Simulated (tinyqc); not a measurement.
# Debye-Callaway model of lattice thermal conductivity, step by step

A worked calculation. Computed by tinyqc, a small Python program that keeps every step. Command: `OMP_NUM_THREADS=1 python tinyqc.py 3019229 3019230 out.jsonl callaway walk`. One thread of a shared host (Intel(R) Xeon(R) Processor @ 2.30GHz), about 0.01 s of CPU time with the checks. Intermediate numbers are printed to about 6 digits and carried at full precision; extremes and crossings named in words are read from the listed rows.

Three acoustic branches with one velocity v, cut at omega_D = k_B Theta/hbar; x = hbar omega/(k_B T). v and Theta are separate inputs: Theta cuts off the heat-carrying modes, so C need not reach 3 k_B/V. gamma is an effective value that sets the umklapp rate. Heat flows along the wire.

Inputs (values chosen for the exercise, for a model crystal):

| quantity | value | unit |
|---|---|---|
| sound velocity v | 8910 | m/s |
| Debye temperature Theta | 792 | K |
| volume per atom V | 35.4 | angstrom^3 |
| mean atomic mass M | 60.3 | u |
| effective Grueneisen parameter gamma | 0.842 | - |
| umklapp exponent divisor b | 2 | - |
| vacancy fraction n_v | 0.0011 | - |
| wire diameter D | 2.1 | micrometre |
| specularity p | 0.4 | - |
| normal-process factor f_N | 0.53 | - |
| temperature T | 77 | K |
| probe frequency omega/omega_D | 0.42 | - |

Sample: wire. Point defects: vacancies. Normal processes: included.

Constants: k_B = 1.380649e-23 J/K; hbar = 1.054571817e-34 J s; u = 1.6605390666e-27 kg.

## Mass-fluctuation parameter

A vacancy counts as a mass defect Delta M/M = -3 (the missing mass and twice its bonds), so Gamma = 9 n_v. A = V Gamma/(4 pi v^3).

Gamma = 0.0099

Rayleigh coefficient A = 3.94272e-44 s^3

## Scattering rates at one frequency

Rates: point defects A omega^4; umklapp B omega^2 T exp(-Theta/(b T)) with B = hbar gamma^2/(M v^2 Theta); normal processes f_N B omega^2 T (T/Theta)^2. Boundaries: v/Lambda_B with Lambda_B = D (1 + p)/(1 - p). The resistive time is tau_R = 1/(boundary + point-defect + umklapp rates), and the free path is v tau_R.

omega = 4.35493e+13 rad/s

Rates:

| process | rate (1/s) | rate x tau_R |
|---|---|---|
| boundaries | 1.81837e+09 | 0.0126589 |
| point defects | 1.41815e+11 | 0.987271 |
| umklapp | 1.01296e+07 | 7.05192e-05 |
| normal | 8.68789e+06 | 6.04823e-05 |

tau_R = 6.96168e-12 s

free path = 62.0286 nm

The strongest resistive process at this frequency: point defects, 99 % of the resistive rate.

## The integrand on a coarse grid

x runs in ten equal steps to min(Theta/T, 12); g = x^4 e^x/(e^x - 1)^2; tau_C is the inverse of all rates summed; the last column is c tau_C g with c = (k_B/(2 pi^2 v)) (k_B T/hbar)^3.

Integrand:

| x | g | tau_C (s) | c tau_C g (W/(m K)) |
|---|---|---|---|
| 1.0286 | 0.96942 | 4.39525e-10 | 3.42662e+01 |
| 2.0571 | 3.00911 | 1.09714e-10 | 2.65503e+01 |
| 3.0857 | 4.54927 | 2.58107e-11 | 9.44304e+00 |
| 4.1143 | 4.83809 | 8.43833e-12 | 3.28322e+00 |
| 5.1429 | 4.13420 | 3.48812e-12 | 1.15972e+00 |
| 6.1714 | 3.04187 | 1.68775e-12 | 4.12874e-01 |
| 7.2000 | 2.00936 | 9.12308e-13 | 1.47424e-01 |
| 8.2286 | 1.22435 | 5.35151e-13 | 5.26930e-02 |
| 9.2571 | 0.70091 | 3.34217e-13 | 1.88392e-02 |
| 10.2857 | 0.38189 | 2.19327e-13 | 6.73596e-03 |

The integrand is largest at the lowest frequency shown, whose long lifetime outweighs its small heat capacity.

## Thermal conductivity

kappa_1 = c int tau_C g dx, g = x^4 e^x/(e^x - 1)^2, c = (k_B/(2 pi^2 v)) (k_B T/hbar)^3, over 0 < x < min(Theta/T, 40), by 96 Gauss-Legendre points in s with x = x_max s^2; 1/tau_C = 1/tau_R + 1/tau_N; kappa_2 = c [int (tau_C/tau_N) g dx]^2 / int (tau_C/(tau_N tau_R)) g dx; kappa = kappa_1 + kappa_2. Heat capacity C = 3 c int g dx / v^2; grey free path 3 kappa/(C v); the median free path v tau_C halves kappa_1 when the quadrature points are ordered by free path (each counted at half its weight, interpolated in the logarithm); likewise at 10 % and 90 %.

kappa_1 = 76.8340 W/(m K)

kappa_2 = 0.00118326 W/(m K)

kappa = 76.8351 W/(m K)

heat capacity C = 77169.6 J/(m^3 K)

grey free path = 335.241 nm

median free path = 1771.53 nm

free path at 10 % of kappa_1 = 183.781 nm

free path at 90 % of kappa_1 = 4438.20 nm

The median free path is 5.3 times the grey one: a small share of the heat capacity, at low frequency, carries much of the heat. The middle 80 % of kappa_1 spans a factor 24 in free path. The Callaway term kappa_2 is 0.0015 % of the total.

## Leaving out one process at a time

The formulas are those given above.

Conductivity at T:

| case | kappa (W/(m K)) | ratio to all |
|---|---|---|
| all processes | 76.8351 | 1 |
| without point defects | 1114.56 | 14.5059 |
| without boundaries | 6136.97 | 79.8719 |
| without umklapp | 76.8523 | 1.00022 |

Removing boundaries raises kappa most, by a factor 79.9; removing umklapp gives only 1.00.

## Conductivity against temperature

The boundary limit is C v^2/(3 x boundary rate), with C = 3 c int g dx / v^2.

Kappa (W/(m K)):

| T (K) | all processes | without point defects | boundary limit |
|---|---|---|---|
| 7.9 | 1.20110 | 1.24070 | 1.24070 |
| 16 | 7.91871 | 10.3073 | 10.3073 |
| 28 | 24.6115 | 55.2405 | 55.2405 |
| 48 | 51.1651 | 278.201 | 278.226 |
| 79 | 78.1643 | 1196.65 | 1207.71 |
| 130 | 100.838 | 3520.20 | 4132.50 |
| 240 | 116.698 | 4000.11 | 9836.48 |
| 400 | 117.377 | 2337.32 | 13290.2 |
| 630 | 107.617 | 1270.57 | 14843.0 |
| 1000 | 86.5470 | 666.306 | 15550.3 |

kappa peaks among these rows at 400 K (T/Theta = 0.505) with 117 W/(m K). The exponent d ln kappa/d ln T is 2.67 at the cold end and -0.47 at the hot end, flatter than 1/T since point defects or boundaries still cut part of the spectrum. The normal rate is taken to grow as T^3 at all T, which overstates it above Theta. Point defects cost most at 130 K, a factor 34.9.

Checks made by the program: heat capacity against the Debye function (relative difference below 1e-10).
